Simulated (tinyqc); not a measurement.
From results back to parameters: parabolic quantum dot in a magnetic field (Fock-Darwin). Four cases, with inputs chosen for the exercise.

Problem. The two far-infrared modes of a parabolic dot are W +/- wc/2 with W = sqrt(w0^2 + wc^2/4) and hbar wc = 2 muB B/m. They were computed from hidden w0 and m.

Constants: muB = 5.788381798e-05 eV/T.

Case 1.

Values chosen (out of a larger set: near those of a gate-defined dot in Si; not measured data): B = 6.71 T (magnetic field).

modes (meV): 9.42370  5.19966

Case 2.

Values chosen (out of a larger set: near those of a gate-defined dot in InGaAs; not measured data): B = 2.16 T (magnetic field).

modes (meV): 10.82945  5.47489

Case 3.

Values chosen (out of a larger set: near those of a gate-defined dot in GaAs; not measured data): B = 3 T (magnetic field).

modes (meV): 6.94312  1.66496

Case 4.

Values chosen (out of a larger set: near those of a gate-defined dot in GaAs; not measured data): B = 4.91 T (magnetic field).

modes (meV): 12.60533  3.88724

Find: hbar wc; m; hbar w0.

Solution. Their difference is hbar wc and their product (hbar w0)^2.

Case 1.

hbar wc = 4.224 meV
m = 0.1839 m0
hbar w0 = 7.00 meV

Case 2.

hbar wc = 5.355 meV
m = 0.0467 m0
hbar w0 = 7.70 meV

Case 3.

hbar wc = 5.278 meV
m = 0.0658 m0
hbar w0 = 3.40 meV

Case 4.

hbar wc = 8.718 meV
m = 0.0652 m0
hbar w0 = 7.00 meV

Computed by tinyqc, one run a case: `OMP_NUM_THREADS=1 python tinyqc.py N N+1 out.jsonl` with N = 1281879, 1282011, 1282018, 1282021; one thread of a shared Intel(R) Xeon(R) Processor @ 2.30GHz, about 0.08 s a run at most.
